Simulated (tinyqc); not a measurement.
# Changing the directionality n

Model: vacuum evaporation: vapour pressure, source flux, thickness distribution, purity and step coverage. Computed by tinyqc, a small Python program. Command: `OMP_NUM_THREADS=1 python tinyqc.py 3111533 3111534 out.jsonl evap sweep`. One thread of a shared host (Intel(R) Xeon(R) Processor @ 2.30GHz), about 0.01 s of CPU time with the checks.

Molecular flow, unit sticking of the metal, no re-evaporation. The background gas is taken as water vapour (18.015 g/mol, collision diameter 0.37 nm) at 300 K.

Inputs (values chosen for the exercise, modelled on titanium, with constants for the liquid):

| quantity | value | unit |
|---|---|---|
| molar mass M | 47.87 | g/mol |
| film density rho | 4.51 | g/cm^3 |
| vapour-pressure constant A | 11.33 | - |
| vapour-pressure constant B | 22780 | K |
| source temperature T | 1970 | K |
| source area | 0.43 | cm^2 |
| source-to-wafer distance h | 64 | cm |
| wafer radius R | 15 | cm |
| source offset from the axis s/h | 0.64 | - |

Constants: u = 1.6605390666e-27 kg; k_B = 1.380649e-23 J/K; R = 8.314462618 J/(mol K).

Method:
- log10(p_v/Pa) = A - B/T; flux from the surface Phi = p_v/sqrt(2 pi m k_B T), m = M u.
- Mass loss = Phi x area x m; heat of evaporation = ln(10) R B; d ln Phi/dT = ln(10) B/T^2 - 1/(2 T).
- A small source emits (n + 1) Phi area cos^n(phi)/(2 pi) per solid angle; on a parallel plane at height h and lateral distance l the arrival rate is (n + 1) Phi area/(2 pi h^2) x (1 + (l/h)^2)^(-(n + 3)/2). Growth rate = arrival rate x m/rho, m = M u. The wafer is fixed and centred above the source.
- Rotating wafer, source offset by s and facing upwards: thickness at radius r is the mean over the angle a of (1 + (r^2 + s^2 - 2 r s cos a)/h^2)^(-(n + 3)/2), by 360 equal steps; non-uniformity (max - min)/(max + min) over 21 radii from 0 to R.

One run for each value:

| directionality n | growth rate at the centre (nm/s) | non-uniformity (max - min)/(max + min) (%) | share of the material that lands on the wafer, 1 - (1 + (R/h)^2)^(-(n + 1)/2) (%) | non-uniformity, rotating (%) |
|---|---|---|---|---|
| 1.0 | 0.002952 | 5.343 | 5.207 | 0.6079 |
| 1.5 | 0.003690 | 6.009 | 6.466 | 0.3858 |
| 2.0 | 0.004428 | 6.675 | 7.708 | 0.1085 |
| 3.0 | 0.005904 | 8.004 | 10.143 | 0.6621 |
| 4.0 | 0.007380 | 9.331 | 12.514 | 1.6677 |
| 6.0 | 0.010332 | 11.974 | 17.069 | 4.3681 |
| 8.0 | 0.013284 | 14.601 | 21.388 | 7.9022 |

Describe the trends.

Over the rows, growth rate at the centre (nm/s) rises from 0.00295 to 0.0133 (exponent d ln y / d ln x 0.55 between the first rows and 0.87 between the last); non-uniformity (max - min)/(max + min) (%) rises from 5.34 to 14.6 (exponent d ln y / d ln x 0.29 between the first rows and 0.69 between the last); share of the material that lands on the wafer, 1 - (1 + (R/h)^2)^(-(n + 1)/2) (%) rises from 5.21 to 21.4 (exponent d ln y / d ln x 0.53 between the first rows and 0.78 between the last).
